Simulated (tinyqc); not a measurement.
Inside a calculation. Model: frequency dispersion of an accumulation capacitance by border traps, distributed model.

tinyqc, about 0.6 s, one thread, Intel Xeon 2.30GHz (shared host): `OMP_NUM_THREADS=1 python tinyqc.py 2202013 2202014 out.jsonl` Printed values are rounded.

Traps spread evenly through the insulator exchange electrons with the semiconductor by tunnelling, with tau(x) = t0 exp(2 ka x) at depth x from the interface. The admittance per area Y seen at depth x obeys dY/dx = -Y^2/(i w eps0 eox) + q Nb ln(1 + i w tau)/tau, with Y(0) = i w Cs and w = 2 pi f; the gate sees Y(tox) = G + i w C. Working variable y = Y/(i w), in uF/cm^2. Cox = eps0 eox/tox.

Inputs (values chosen for the exercise); permittivity close to that of silicon dioxide: relative permittivity of the insulator eox = 3.92; insulator thickness tox = 5.2 nm; semiconductor capacitance in accumulation Cs = 3.2 uF/cm^2; density of border traps Nb = 4.6e19 cm^-3 eV^-1; decay constant of the wave function in the insulator ka = 5 1/nm; time constant of a trap at the interface t0 = 1e-11 s; frequency f = 10000 Hz; depth down to which the steps are taken xe = 1.9 nm.

Constants: q = 1.602176634e-19 C, eps0 = 8.8541878128e-14 F/cm where lengths are in cm. Results are converted to the units shown.

## Scales and lumped estimate

Cox; trap-free value 1/(1/Cox + 1/Cs); response depth d = ln(1/(w t0))/(2 ka), where w tau = 1; lumped estimate: all traps within d act as C_bt = q Nb d placed at d/2, so C = 1/{1/[1/(1/Cs + d/(2 eps0 eox)) + C_bt] + (tox - d/2)/(eps0 eox)}.

Cox = 0.667470 uF/cm^2
trap-free C = 0.552274 uF/cm^2
d = 1.42802 nm
C_bt = 1.05245 uF/cm^2
lumped C = 0.614323 uF/cm^2

The traps within reach amount to 0.329 Cs and lie in the first 27.5 % of the insulator.

## Midpoint steps through the active depth

In terms of y: dy/dx = -y^2/(eps0 eox) + s(x), s = q Nb ln(1 + z)/z, z = i w tau. 9 midpoint steps of h = xe/9: y_half = y + (h/2) y'(x, y), y(new) = y + h y'(x + h/2, y_half).

x, point 0 to 9 (nm): [0, 0.211111, 0.422222, 0.633333, 0.844444, 1.05556, 1.26667, 1.47778, 1.68889, 1.9]
s, point 0 to 9 (uF/(cm^2 nm)): [0.737001+0.000000i, 0.737001-0.000002i, 0.737001-0.000016i, 0.737001-0.000130i, 0.736999-0.001076i, 0.736858-0.008886i, 0.727481-0.071979i, 0.459087-0.293441i, 0.081254-0.141712i, 0.010265-0.031018i]
y, point 0 to 9 (uF/cm^2): [3.20000+0.00000i, 2.82037+0.00000i, 2.54681+0.00000i, 2.34402-0.00001i, 2.19039-0.00008i, 2.07202-0.00069i, 1.97937-0.00569i, 1.89248-0.04123i, 1.73345-0.07805i, 1.57429-0.07563i]

## Capacitance and conductance at the gate

y at xe = 1.57429-0.07563i uF/cm^2

Beyond xe the traps are ignored, so 1/y(tox) = 1/y(xe) + (tox - xe)/(eps0 eox); C = Re y, G/w = -Im y, loss tangent G/(w C).

y at the gate = 0.630871-0.012123i uF/cm^2
C = 0.630871 uF/cm^2
G/w = 0.0121226 uF/cm^2
loss tangent = 0.0192156

A fine integration over the whole insulator gives C = 0.63068 and G/w = 0.01304 uF/cm^2; the coarse G/w is 7.0 % below that. The fine C is 14 % above the trap-free value, and the lumped estimate is 2.6 % below the fine result.
